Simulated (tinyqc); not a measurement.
Empirical pseudopotential in a few plane waves, step by step. One step of it, computed by the program tinyqc.

Task: Bloch Hamiltonian at k. Basis: the 15 shortest G (labels in 2 pi/a), the same at every k. H(G,G') = c |k + G|^2 delta + VS(|G-G'|^2) cos((G-G').tau) + i VA sin((G-G').tau), tau = a/8 (1,1,1); 1 Ry = 13.605693 eV.

Parameters chosen for this model: fcc lattice, atoms at +/- a/8 (1,1,1); form factors in rydberg at |G|^2 in units of (2 pi/a)^2:
```
parameter                 value      unit
a                      6.170000  angstrom
VS(3)                 -0.201000        Ry
VS(8)                  0.018000        Ry
VS(11)                 0.083000        Ry
VA(3)                  0.110000        Ry
VA(4)                  0.035000        Ry
VA(11)                 0.008000        Ry
hbar^2/2m (2 pi/a)^2   3.951048        eV
```

k point k (2 pi / a): 0.230000  0.410000  0.160000

Give: H(k) at k.

Result:

H(k) at k (eV):
```
               +0+0+0         -1-1-1         -1-1+1         -1+1-1
+0+0+0          0.974   1.934+1.058i  -1.934+1.058i  -1.934+1.058i
-1-1-1   1.934-1.058i          6.506   0.000-0.476i   0.000-0.476i
-1-1+1  -1.934-1.058i   0.000+0.476i          9.034          0.245
-1+1-1  -1.934-1.058i   0.000+0.476i          0.245         12.986
-1+1+1  -1.934+1.058i         -0.245   0.000+0.476i   0.000+0.476i
+1-1-1  -1.934-1.058i   0.000+0.476i          0.245          0.245
+1-1+1  -1.934+1.058i         -0.245   0.000+0.476i          0.000
+1+1-1  -1.934+1.058i         -0.245          0.000   0.000+0.476i
+1+1+1   1.934+1.058i          0.000         -0.245         -0.245
-2+0+0   0.000-0.476i  -1.934+1.058i  -1.934-1.058i  -1.934-1.058i
+0-2+0   0.000-0.476i  -1.934+1.058i  -1.934-1.058i   0.799-0.077i
+0+0-2   0.000-0.476i  -1.934+1.058i   0.799-0.077i  -1.934-1.058i
+0+0+2   0.000+0.476i  -0.799-0.077i   1.934+1.058i  -0.799+0.077i
+0+2+0   0.000+0.476i  -0.799-0.077i  -0.799+0.077i   1.934+1.058i
+2+0+0   0.000+0.476i  -0.799-0.077i  -0.799+0.077i  -0.799+0.077i

               -1+1+1         +1-1-1         +1-1+1         +1+1-1
+0+0+0  -1.934-1.058i  -1.934+1.058i  -1.934-1.058i  -1.934-1.058i
-1-1-1         -0.245   0.000-0.476i         -0.245         -0.245
-1-1+1   0.000-0.476i          0.245   0.000-0.476i          0.000
-1+1-1   0.000-0.476i          0.245          0.000   0.000-0.476i
-1+1+1         15.514          0.000          0.245          0.245
+1-1-1          0.000         10.141   0.000-0.476i   0.000-0.476i
+1-1+1          0.245   0.000+0.476i         12.669          0.245
+1+1-1          0.245   0.000+0.476i          0.245         16.620
+1+1+1   0.000+0.476i         -0.245   0.000+0.476i   0.000+0.476i
-2+0+0   1.934-1.058i   0.799-0.077i  -0.799-0.077i  -0.799-0.077i
+0-2+0  -0.799-0.077i  -1.934-1.058i   1.934-1.058i  -0.799-0.077i
+0+0-2  -0.799-0.077i  -1.934-1.058i  -0.799-0.077i   1.934-1.058i
+0+0+2  -1.934+1.058i  -0.799+0.077i  -1.934+1.058i   0.799+0.077i
+0+2+0  -1.934+1.058i  -0.799+0.077i   0.799+0.077i  -1.934+1.058i
+2+0+0   0.799+0.077i   1.934+1.058i  -1.934+1.058i  -1.934+1.058i

               +1+1+1         -2+0+0         +0-2+0         +0+0-2
+0+0+0   1.934-1.058i   0.000+0.476i   0.000+0.476i   0.000+0.476i
-1-1-1          0.000  -1.934-1.058i  -1.934-1.058i  -1.934-1.058i
-1-1+1         -0.245  -1.934+1.058i  -1.934+1.058i   0.799+0.077i
-1+1-1         -0.245  -1.934+1.058i   0.799+0.077i  -1.934+1.058i
-1+1+1   0.000-0.476i   1.934+1.058i  -0.799+0.077i  -0.799+0.077i
+1-1-1         -0.245   0.799+0.077i  -1.934+1.058i  -1.934+1.058i
+1-1+1   0.000-0.476i  -0.799+0.077i   1.934+1.058i  -0.799+0.077i
+1+1-1   0.000-0.476i  -0.799+0.077i  -0.799+0.077i   1.934+1.058i
+1+1+1         19.149  -0.799-0.077i  -0.799-0.077i  -0.799-0.077i
-2+0+0  -0.799+0.077i         13.144          0.245          0.245
+0-2+0  -0.799+0.077i          0.245         10.299          0.245
+0+0-2  -0.799+0.077i          0.245          0.245         14.250
+0+0+2  -1.934-1.058i         -0.245         -0.245          0.000
+0+2+0  -1.934-1.058i         -0.245          0.000         -0.245
+2+0+0  -1.934-1.058i          0.000         -0.245         -0.245

               +0+0+2         +0+2+0         +2+0+0
+0+0+0   0.000-0.476i   0.000-0.476i   0.000-0.476i
-1-1-1  -0.799+0.077i  -0.799+0.077i  -0.799+0.077i
-1-1+1   1.934-1.058i  -0.799-0.077i  -0.799-0.077i
-1+1-1  -0.799-0.077i   1.934-1.058i  -0.799-0.077i
-1+1+1  -1.934-1.058i  -1.934-1.058i   0.799-0.077i
+1-1-1  -0.799-0.077i  -0.799-0.077i   1.934-1.058i
+1-1+1  -1.934-1.058i   0.799-0.077i  -1.934-1.058i
+1+1-1   0.799-0.077i  -1.934-1.058i  -1.934-1.058i
+1+1+1  -1.934+1.058i  -1.934+1.058i  -1.934+1.058i
-2+0+0         -0.245         -0.245          0.000
+0-2+0         -0.245          0.000         -0.245
+0+0-2          0.000         -0.245         -0.245
+0+0+2         19.307          0.245          0.245
+0+2+0          0.245         23.258          0.245
+2+0+0          0.245          0.245         20.413
```
